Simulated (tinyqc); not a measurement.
# Conduction-band offset of an n-N heterojunction from carrier-profile moments, step by step

tinyqc, about 0.1 s, one thread, Intel Xeon 2.30GHz (shared host): `OMP_NUM_THREADS=1 python tinyqc.py 2410144 2410145 out.jsonl` Printed values are rounded.

Layer 1 (x < 0) accumulates electrons and layer 2 (x > 0) is depleted. Boltzmann statistics. The bands bend down by V1 in layer 1 and up by V2 in layer 2, with V1 + V2 = VD = dE + Vt ln[(N2/Nc2)/(N1/Nc1)].

Values chosen for this exercise; values of the order of III-V alloys:
```
symbol   value   unit                                      meaning
T          300      K                                  temperature
eps_r     13.1                relative permittivity of both layers
Nc1     4.8e17  cm^-3  density of states of the narrow-gap layer 1
Nc2     9.6e17  cm^-3    density of states of the wide-gap layer 2
dE        0.14     eV                       conduction-band offset
N1      5.8e15  cm^-3                     donor density in layer 1
N2      1.2e16  cm^-3                     donor density in layer 2
si           0  cm^-2                fixed charge at the interface
```

Constants: q = 1.602176634e-19 C, kB = 1.380649e-23 J/K, Vt = kB T/q, eps0 = 8.8541878128e-14 F/cm where lengths are in cm. Results are converted to the units shown.

## Division of the diffusion potential

Sheet densities from the first integral: Q1 = sqrt((2 eps0 eps_r Vt N1/q)(exp(u1) - u1 - 1)) extra electrons, Q2 = sqrt((2 eps0 eps_r Vt N2/q)(exp(-u2) + u2 - 1)) missing ones, u = V/Vt; neutrality Q1 = Q2 + si. Q1 - Q2 rises steadily with V1, so V1 follows by bisection.

VD = 0.1408764 V
V1 = 0.05391202 V
V2 = 0.08696440 V
Q1 = 1.037959e11 cm^-2
n at x = 0- = 4.667776e16 cm^-3
n at x = 0+ = 4.151868e14 cm^-3

n drops across the interface by 112 = (Nc1/Nc2) exp(dE/Vt).

## Electron profile

| left point | -x (nm) |
|---|---|
| 0 | 0 |
| 1 | 1.31 |
| 2 | 7.96 |
| 3 | 22.9 |
| 4 | 48.3 |
| 5 | 86.3 |
| 6 | 139 |
| 7 | 207 |
| 8 | 293 |
| 9 | 398 |

| right point | x (nm) |
|---|---|
| 0 | 0 |
| 1 | 20.9 |
| 2 | 51.4 |
| 3 | 87 |
| 4 | 126 |
| 5 | 169 |
| 6 | 214 |
| 7 | 262 |
| 8 | 311 |
| 9 | 363 |

Integrate the field q Q(V)/(eps0 eps_r) away from the interface on each side; n = N exp(+/- V/Vt).

| left point | n in layer 1 (cm^-3) |
|---|---|
| 0 | 4.66778e16 |
| 1 | 4.34860e16 |
| 2 | 3.18553e16 |
| 3 | 1.93865e16 |
| 4 | 1.18060e16 |
| 5 | 8.16857e15 |
| 6 | 6.60998e15 |
| 7 | 6.03000e15 |
| 8 | 5.84959e15 |
| 9 | 5.80777e15 |

| right point | n in layer 2 (cm^-3) |
|---|---|
| 0 | 4.15187e14 |
| 1 | 1.15863e15 |
| 2 | 3.32401e15 |
| 3 | 6.68387e15 |
| 4 | 9.52277e15 |
| 5 | 1.10794e16 |
| 6 | 1.16947e16 |
| 7 | 1.19083e16 |
| 8 | 1.19734e16 |
| 9 | 1.19929e16 |

## Offset from the moments

A C-V profile smears n(x) but keeps its zeroth and first moments: si = -int (N - n) dx, VD = (q/(eps0 eps_r)) int (N - n) x dx, dE = VD - Vt ln[(N2/Nc2)/(N1/Nc1)]. Use the trapezoidal rule on each side.

si = 5.465107e9 cm^-2
VD = 0.1399698 V
dE = 0.1390934 eV

On these few points dE comes out -0.91 meV from the true 0.14 eV, and si misses by 5.5e9 cm^-2, 5.3 % of Q1.
